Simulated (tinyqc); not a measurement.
Yield per ion against the flux ratio: ion-assisted plasma etching: sheath, surface coverage, synergy and aspect-ratio dependence. Computed by tinyqc, a small Python program. Command: `OMP_NUM_THREADS=1 python tinyqc.py 3016156 3016157 out.jsonl etch walk`. One thread of a shared host (Intel(R) Xeon(R) Processor @ 2.30GHz), about 0.04 s of CPU time with the checks.

Radicals adsorb on bare sites; ions remove covered sites with a high yield and bare sites by sputtering; a slow spontaneous reaction acts everywhere, walls included.

Inputs (values chosen for the exercise, close to those used for silicon dioxide in a fluorocarbon plasma):

| quantity | value | unit |
|---|---|---|
| plasma density n_e | 1.4e+11 | 1/cm^3 |
| electron temperature T_e | 2.9 | eV |
| ion mass M_i | 50 | u |
| sheath voltage V | 62 | V |
| radical density n | 1.6e+12 | 1/cm^3 |
| radical mass M_n | 31 | u |
| gas temperature T_g | 300 | K |
| sticking coefficient s | 0.22 | - |
| radicals per removed unit x | 4 | - |
| yield slope b | 0.088 | eV^(-1/2) |
| threshold E_th | 6.2 | eV |
| sputter slope b_p | 0.013 | eV^(-1/2) |
| sputter threshold E_p | 29 | eV |
| spontaneous reaction probability k_c | 5.2e-06 | - |
| solid density N | 2.2e+22 | 1/cm^3 |
| ion temperature T_i | 0.46 | eV |

Feature: round hole.

Constants: e = 1.602176634e-19 C; u = 1.6605390666e-27 kg; k_B = 1.380649e-23 J/K; eps_0 = 8.8541878128e-12 F/m.

Method:
- Bohm speed u_B = sqrt(e T_e/M_i); ion flux G_i = 0.61 n_e u_B; radical flux G_n = n c/4 with c = sqrt(8 k_B T_g/(pi M_n)).
- Debye length lambda_D = sqrt(eps_0 T_e/(e n_s)) with n_s = 0.61 n_e, T_e in volts; Child-law sheath d = (sqrt2/3) lambda_D (2 V/T_e)^(3/4); ion energy E = V + T_e/2; angular spread = arctan(sqrt(T_i/E)).
- Yields: Y = b (sqrt(E) - sqrt(E_th)) on covered sites, Y_p = b_p (sqrt(E) - sqrt(E_p)) on bare ones (zero below threshold).
- Steady coverage: s G_n (1 - theta) = x Y G_i theta; removal flux = Y G_i theta + Y_p G_i (1 - theta) + k_c G_n; rate = flux/N, 1 cm/s = 6e8 nm/min.
- The ion flux is fixed and the radical flux set by the ratio; the removal per ion is the removal flux over G_i.

yield Y = 0.481850

sputter yield Y_p = 0.0335450

ion flux G_i = 2.02024e+16 1/(cm^2 s)

Open field:

| G_n/G_i | theta | rate (nm/min) | removal per ion |
|---|---|---|---|
| 0.3 | 0.03311 | 26.66 | 0.04839 |
| 1 | 0.10245 | 43.79 | 0.07948 |
| 3 | 0.25508 | 81.50 | 0.14792 |
| 10 | 0.53302 | 150.17 | 0.27255 |
| 30 | 0.77398 | 209.74 | 0.38068 |
| 100 | 0.91945 | 245.88 | 0.44626 |
| 300 | 0.97163 | 259.34 | 0.47069 |
| 1000 | 0.99132 | 266.21 | 0.48316 |
| 3000 | 0.99709 | 273.36 | 0.49614 |

Coverage reaches one half at G_n/G_i = x Y/s = 8.76. Below that the ion-assisted part follows the radical flux, on top of the sputter floor Y_p = 0.0335; above it the ion-assisted part saturates at Y = 0.482 per ion.
